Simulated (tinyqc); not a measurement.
Inside a calculation. Model: non-radiative capture by multiphonon emission, one effective mode. Computed by tinyqc, a small Python program that keeps every step. Command: `OMP_NUM_THREADS=1 python tinyqc.py 3003928 3003929 out.jsonl capture walk`. One thread of a shared host (Intel(R) Xeon(R) Processor @ 2.30GHz), about 0.01 s of CPU time with the checks. Intermediate numbers are printed to about 6 digits and carried at full precision; extremes and crossings named in words are read from the listed rows.

The initial state (free carrier plus empty centre) lies dE above the final state; both have the same frequency and are displaced by dQ.

Inputs (values chosen for the exercise, for a model semiconductor):
```
quantity,value,unit
energy released dE,0.535,eV
phonon energy hbar omega,48.2,meV
Huang-Rhys factor S,6.47,-
electron-phonon coupling W,0.007,eV/(u^(1/2) angstrom)
cell volume V,939,angstrom^3
degeneracy g,4,-
broadening b,40,meV
carrier mass m,0.35,m_0
dielectric constant eps,8.66,-
temperature T,400,K
defect density N_t,1e+13,cm^-3
```

Centre: attractive.

Constants: hbar^2/u = 4.18015928e-03 eV angstrom^2; k_B = 8.617333262e-05 eV/K; hbar = 6.582119569e-16 eV s; Ry = 13.605693123 eV; k_B = 1.380649e-23 J/K; m_0 = 9.1093837015e-31 kg.

## Geometry of the two curves

dQ = sqrt(2 S (hbar^2/u)/hbar omega); relaxation energy lambda = S hbar omega; phonons needed P = dE/hbar omega; classical barrier E_b = (dE - lambda)^2/(4 lambda); occupation n = 1/(exp(hbar omega/k_B T) - 1).

dQ = 1.05935 u^(1/2) angstrom

lambda = 0.311854 eV

P = 11.0996

classical barrier E_b = 0.0399178 eV

occupation n = 0.328031

dE exceeds lambda: the inverted case usual for deep centres, in which the curves cross on the far side of the initial minimum.

## Phonon weights near resonance

Huang-Rhys weight for a net emission of p phonons: L_p = exp(-S (2n + 1)) ((n + 1)/n)^(p/2) I_p(2 S sqrt(n (n + 1))), I_p the modified Bessel function. M_p = sum_m w_m <m_i|Q|(m + p)_f>^2 with Q counted from the final minimum and Boltzmann weights w_m for m = 0..24; <m_i|Q|k_f> = sqrt((hbar^2/u)/(2 hbar omega)) [sqrt(k) <m|k-1> + sqrt(k+1) <m|k+1>], with overlaps of oscillators displaced by d = sqrt(2 S) summed on 1500 points from -16 to 16 + d. The delta function is a Gaussian of standard deviation b at dE - p hbar omega.

Weights:
```
p,L_p,M_p (u angstrom^2),Gaussian (1/eV)
8,0.105089,0.147471,9.32389e-03
9,0.085271,0.136771,4.06361e-01
10,0.063856,0.116092,4.14592e+00
11,0.044345,0.090708,9.90201e+00
12,0.028684,0.065582,5.53629e+00
13,0.017350,0.044081,7.24617e-01
14,0.009850,0.027663,2.22019e-02
```

## Capture coefficient before scaling

C_0 = V (2 pi/hbar) g W^2 sum_p M_p Gaussian_p. The sum runs over the seven p from round(P) - 3 to round(P) + 3; 1 angstrom^3 = 1e-24 cm^3.

sum_p M_p Gaussian_p = 1.83208 u angstrom^2/eV

C_0 = 3.21870e-09 cm^3/s

## Scaled coefficient, cross-section and lifetime

Sommerfeld factor of an attractive centre: s(k) = 2 pi nu/(1 - exp(-2 pi nu)), nu = sqrt(Ry*/E), Ry* = Ry m/eps^2, averaged over (2/sqrt(pi)) sqrt(x) exp(-x) dx with x = E/k_B T = t^2 (trapezoid, t to 6 in steps of 0.01). C = s C_0; v = sqrt(3 k_B T/m); sigma = C/v; tau = 1/(C N_t).

Sommerfeld factor s = 9.63524

capture coefficient C = 3.10130e-08 cm^3/s

thermal velocity v = 2.27957e+07 cm/s

cross-section sigma = 1.36047e-15 cm^2

capture time = 3.22446e-06 s

## Quantum against classical capture

C_0 = V (2 pi/hbar) g W^2 sum_p M_p Gaussian_p. Here the sum runs over all p. Classical (Marcus) form: replace the sum by Q_c^2 exp(-E_b/k_B T)/sqrt(4 pi lambda k_B T), Q_c = dQ (dE + lambda)/(2 lambda). The last column is -k_B d ln C_0/d(1/T) from this row and the one above.

Against temperature:
```
T (K),"C_0, quantum (cm^3/s)","C_0, classical (cm^3/s)",Sommerfeld factor,activation energy (eV)
45,2.39061e-09,9.97693e-13,28.6887,-
84,2.39496e-09,8.69159e-11,20.9982,1.51796e-05
140,2.45335e-09,6.11168e-10,16.2659,4.35944e-04
220,2.66046e-09,1.62387e-09,12.9782,2.68877e-03
340,3.04707e-09,2.74642e-09,10.4462,7.28807e-03
500,3.44687e-09,3.50239e-09,8.6261,1.12878e-02
780,3.75609e-09,3.91054e-09,6.9315,1.03120e-02
1200,3.76438e-09,3.88119e-09,5.6286,4.23305e-04
```

At 45.0 K the quantum value is 2400 times the classical one: C_0 comes from tunnelling out of the lowest level and hardly depends on T. At 1200 K the ratio is 0.97. The largest apparent activation energy is 0.011 eV against the classical barrier of 0.040 eV; a barrier below one phonon energy gives no activated range. The measured coefficient is C = s C_0, and s changes by a factor 0.20 over these rows, so C changes by 0.31 where C_0 changes by 1.6.

Checks made by the program: Bessel formula against the sum over overlaps (relative difference below 1e-10).
